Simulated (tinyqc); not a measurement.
Surface potential of a MOS transistor: implicit equation and explicit approximations: two steps of the calculation.

p-type body, charge-sheet picture, depletion and inversion only, full ionisation (an idealisation for deep acceptors), Boltzmann statistics (rough once Na exp(x - xn) passes about Nc/7). In units of Vt: xg = (Vg - Vfb)/Vt, x = psi/Vt, G = gamma/sqrt(Vt), xn = (2 phiF + Vc)/Vt. The implicit equation is (xg - x)^2 = G^2 [x - 1 + exp(x - xn)] for x above about 3. Cox = eps0 eox/tox.

Parameters, values chosen for the exercise; band and dielectric values close to those of silicon:
- T = 250 K (temperature)
- Eg = 1.12 eV (band gap)
- eps_r = 11.9 (relative permittivity)
- Nc = 2.16e19 cm^-3 (conduction-band density of states at T)
- Nv = 1.99e19 cm^-3 (valence-band density of states at T)
- eox = 7.4 (relative permittivity of the gate insulator (close to silicon nitride))
- tox = 28 nm (insulator thickness)
- Na = 1.3e16 cm^-3 (acceptor density)
- Vfb = -0.41 V (flat-band voltage)
- Vc = 0.2 V (channel-body voltage)
- Vg = 1.59 V (gate-body voltage)

Constants: q = 1.602176634e-19 C, kB = 1.380649e-23 J/K, Vt = kB T/q, eps0 = 8.8541878128e-14 F/cm where lengths are in cm. Results are converted to the units shown.

Question 1. Scales. ni = sqrt(Nc Nv) exp(-Eg/(2 Vt)), Eg in volts; phiF = Vt ln(Na/ni); gamma = sqrt(2 q eps0 eps_r Na)/Cox; VT = Vfb + Vt (xn + G sqrt(xn - 1)).

Give: phiF; gamma; G; xn; VT; xg.

Answer 1.

phiF = 0.40113 V
gamma = 0.28312 V^0.5
G = 1.9289
xn = 46.523
VT = 0.87263 V
xg = 92.836

Question 2. Potential, charges and gate control. psi = Vt x; N_dep = Cox Vt G sqrt(x - 1)/q; N_inv = (Cox Vt G/q) [sqrt(x - 1 + exp(x - xn)) - sqrt(x - 1)]; dpsi/dVg = 1/[1 + G^2 (1 + exp(x - xn))/(2 (xg - x))].

converged x = 52.479332
G = 1.9289050
xn = 46.522831
xg = 92.836145

Wanted: psi; N_dep; N_inv; dpsi/dVg.

Answer 2.

psi = 1.1306 V
N_dep = 4.3546e11 cm^-2
N_inv = 8.3435e11 cm^-2
dpsi/dVg = 0.053046

psi lies 6.0 Vt above 2 phiF + Vc.

Program tinyqc, `OMP_NUM_THREADS=1 python tinyqc.py 2122159 2122160 out.jsonl`; Intel Xeon 2.30GHz, shared host, one thread, about 0.01 s.
